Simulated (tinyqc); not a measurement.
What each parameter does: optical transitions of a finite quantum well.

Each carrier sees a square well of width L with its own depth V and masses m (inside), mb (outside); c = hbar^2/2m0, k = sqrt(m E/c), kappa = sqrt(mb (V - E)/c), and level n solves k L + 2 atan[(k/m)/(kappa/mb)] = n pi. The envelope is cos(kz) for odd n and sin(kz) for even n inside, joins exp(-kappa (|z| - L/2)) outside, and is normalised to 1. Excitons and band mixing are left out.

Constants: hbar^2/2m0 = 3.80998211 eV angstrom^2; hc = 1239.841984 eV nm.

Parameters, chosen for this exercise (near those of an InGaAs well in InP; shifted at random, so the results belong to these values and not to a real crystal): L = 81 angstrom (well width); Eg = 0.819 eV (gap of the well); Vc = 0.261 eV (conduction offset); Vv = 0.354 eV (valence offset); me = 0.0404 m0 (electron, well); meb = 0.0806 m0 (electron, barrier); mh = 0.394 m0 (heavy hole along z, well); mhb = 0.529 m0 (heavy hole, barrier); ml = 0.053 m0 (light hole along z, well); mlb = 0.124 m0 (light hole, barrier).

Edge wavelength hc/(Eg + e1 + hh1), squared overlap of e1 and hh1, and the confinement energies.

Results for these values:
```
case  edge (nm)  overlap^2  e1 (meV)  hh1 (meV)
base     1405.1     0.9187      52.4       11.0
```

What happens to each result for me = 0.0444 m0, all else kept?

Answer: edge rises from 1405.1 to 1407.6; overlap^2 rises from 0.9187 to 0.9262; e1 falls from 52.4 to 50.8; hh1 does not change at the printed digits.

The same for each parameter in turn:
```
case             edge (nm)  overlap^2  e1 (meV)  hh1 (meV)
base                1405.1     0.9187      52.4       11.0
L = 73 angstrom     1390.6     0.9086      59.5       13.2
Eg = 0.835 eV       1380.0     0.9187      52.4       11.0
Vc = 0.222 eV       1410.2     0.9050      49.2       11.0
Vv = 0.425 eV       1404.7     0.9127      52.4       11.3
me = 0.0444 m0      1407.6     0.9262      50.8       11.0
mh = 0.453 m0       1406.8     0.9120      52.4        9.9
meb = 0.0967 m0     1409.7     0.9186      49.5       11.0
```

Run: tinyqc, `OMP_NUM_THREADS=1 python tinyqc.py 1280452 1280453 out.jsonl`; Intel(R) Xeon(R) Processor @ 2.30GHz, one thread, shared host; about 0.1 s of CPU time with all checks.
